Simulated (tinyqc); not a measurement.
Comparisons within one model: metal-induced gap states at the contact of a metal chain and a two-band chain. A value that a table varies takes the place of the one given here.

The semiconductor alternates sites A at -Eg/2 and C at +Eg/2 with hopping -t; the gap runs from -Eg/2 to Eg/2. In the gap cosh(q a) = 1 + (Eg^2/4 - E^2)/(2 t^2) and the amplitude changes by -exp(-q a) a period. The metal has site energy 0 and hopping -tm; its end site has g_m = (E - i sqrt(4 tm^2 - E^2))/(2 tm^2). Sites 1, 2, ... count into the semiconductor, with energies e1, e2 alternating. The clean half chain has g1 = 1/(E - e1 - t^2 g2), g2 = 1/(E - e2 - t^2 g1), decaying root. With the contact G11 = 1/(1/g1 - tc^2 g_m), and the density on site j is -Im G_jj/pi = |psi_j/psi_1|^2 (-Im G11/pi), per spin, with psi_2/psi_1 = -t g2, psi_3/psi_2 = -t g1.

Constants: e^2/(4 pi eps0) = 14.39964547 eV angstrom.

Parameters, chosen for this exercise (gap and optical dielectric constant near those of Ge; the chain itself is a model; not measured data): Eg = 0.67 eV (gap); t = 2.16 eV (hopping in the semiconductor); tm = 2.88 eV (hopping in the metal); tc = 2.66 eV (hopping across the contact); end = C (site that touches the metal); a = 4 angstrom (period (two sites); one chain for each area a^2); eps = 16.7 (dielectric constant); E = -0.04 eV (energy from mid-gap).

## Across the gap

E = f Eg. Share on C: the part of the summed density that lies on C sites, whose orbitals make the conduction edge.

Gap states:

| f | E (eV) | xi = 1/(2q) (angstrom) | D1 (1/eV) | D2 (1/eV) | sum (1/eV) | share on C |
|---|---|---|---|---|---|---|
| -0.48 | -0.322 | 46.06 | 0.0032 | 0.1523 | 1.8698 | 0.021 |
| -0.40 | -0.268 | 21.50 | 0.0154 | 0.1267 | 0.8372 | 0.109 |
| -0.30 | -0.201 | 16.13 | 0.0296 | 0.1047 | 0.6117 | 0.221 |
| -0.15 | -0.101 | 13.53 | 0.0495 | 0.0792 | 0.5028 | 0.384 |
| 0.00 | 0.000 | 12.91 | 0.0681 | 0.0583 | 0.4745 | 0.539 |
| 0.15 | 0.101 | 13.53 | 0.0860 | 0.0399 | 0.4919 | 0.683 |
| 0.30 | 0.201 | 16.13 | 0.1035 | 0.0229 | 0.5752 | 0.819 |
| 0.40 | 0.268 | 21.50 | 0.1153 | 0.0117 | 0.7477 | 0.908 |
| 0.48 | 0.322 | 46.06 | 0.1255 | 0.0025 | 1.5382 | 0.981 |

The decay length xi of the density is shortest at mid-gap, 12.91 angstrom, and grows to 46.1 near the edges. The summed density is least at f = 0 (0.4745) and largest at f = -0.48 (1.8698 1/eV). The share on C goes from 0.02 to 0.98 and passes one half near f = -0.038, a point that depends on which site ends the chain. The states turn from valence-like to conduction-like across the gap; the branch point, where the decay is fastest, lies at mid-gap in this symmetric chain and is the usual estimate of the neutrality level.

## Wider gaps pin less

E = 0; Eg is varied and eps follows 1 + (eps0 - 1)(Eg0/Eg), with the given Eg and eps as Eg0 and eps0. xi = 1/(2q), N = 2 (summed density)/a^2, S = 1/(1 + 4 pi e^2 N xi/eps).

Against the gap:

| Eg (eV) | eps | xi (angstrom) | summed density (1/eV) | S | S at fixed eps |
|---|---|---|---|---|---|
| 0.50 | 22.04 | 17.29 | 0.6350 | 0.082 | 0.063 |
| 0.75 | 15.03 | 11.53 | 0.4240 | 0.120 | 0.131 |
| 1.10 | 10.56 | 7.88 | 0.2894 | 0.170 | 0.245 |
| 1.50 | 8.01 | 5.79 | 0.2120 | 0.224 | 0.376 |
| 2.30 | 5.57 | 3.80 | 0.1372 | 0.321 | 0.586 |
| 3.40 | 4.09 | 2.60 | 0.0907 | 0.434 | 0.758 |
| 5.50 | 2.91 | 1.67 | 0.0520 | 0.598 | 0.895 |
| 9.00 | 2.17 | 1.10 | 0.0268 | 0.765 | 0.962 |

From Eg = 0.5 to 9 eV xi falls by a factor 15.7 and the summed density by 23.7, so at fixed eps S rises from 0.06 to 0.96. The weaker screening of wide-gap solids works against this: with it S goes from 0.08 to 0.77.

## Weakening the contact bond

At the given E, tc is varied, as by a thin spacer. xi = 1/(2q), N = 2 (summed density)/a^2, S = 1/(1 + 4 pi e^2 N xi/eps) with xi and eps kept.

Against tc:

| tc (eV) | D1 (1/eV) | summed density (1/eV) | S |
|---|---|---|---|
| 0.10 | 0.00016 | 0.00126 | 0.9783 |
| 0.25 | 0.00100 | 0.00788 | 0.8781 |
| 0.50 | 0.00399 | 0.03150 | 0.6432 |
| 0.80 | 0.01017 | 0.08022 | 0.4145 |
| 1.20 | 0.02226 | 0.17568 | 0.2443 |
| 1.80 | 0.04398 | 0.34708 | 0.1406 |
| 2.50 | 0.05982 | 0.47206 | 0.1074 |
| 3.50 | 0.05447 | 0.42988 | 0.1167 |

For a weak bond the density goes as tc^2 (ratio 6.25 between 0.25 and 0.1 eV, against 6.25). It is largest at tc = 2.5 eV among these rows and falls beyond, as the first site pairs off with the metal. S is 0.978 at 0.1 eV and has its least value, 0.107, in that row.

## What each parameter does

xi = 1/(2q), summed density, and S = 1/(1 + 4 pi e^2 N xi/eps), N = 2 (summed density)/a^2. Each row changes one parameter from the base and keeps the others.

Results:

| case | xi (angstrom) | summed density (1/eV) | S |
|---|---|---|---|
| base | 13.001 | 0.47975 | 0.1058 |
| Eg = 0.737 eV | 11.807 | 0.43513 | 0.1257 |
| t = 2.376 eV | 14.299 | 0.47540 | 0.0980 |
| tm = 3.168 eV | 13.001 | 0.47418 | 0.1070 |
| tc = 2.926 eV | 13.001 | 0.47726 | 0.1063 |
| eps = 18.37 | 13.001 | 0.47975 | 0.1152 |
| end = A | 13.001 | 0.47602 | 0.1066 |

The largest shifts from the base row, up to three for each result and ties (the steps differ in size, so this ranks the rows, not the parameters). xi (angstrom): t +1.298, Eg -1.194; unchanged at the printed digits by tm, tc, eps and end. summed density (1/eV): Eg -0.04461, tm -0.00557, t -0.00435; unchanged at the printed digits by eps. S: Eg +0.0198, eps +0.0094, t -0.0079. The decay length belongs to the semiconductor alone; the metal and the contact set only the amplitude.

Computed by tinyqc, a small Python program: `OMP_NUM_THREADS=1 python tinyqc.py 1481153 1481154 out.jsonl` (the numbers bound the seed that draws the inputs); one thread of a shared host (Intel(R) Xeon(R) Processor @ 2.30GHz), about 0.01 s for the whole set of steps.
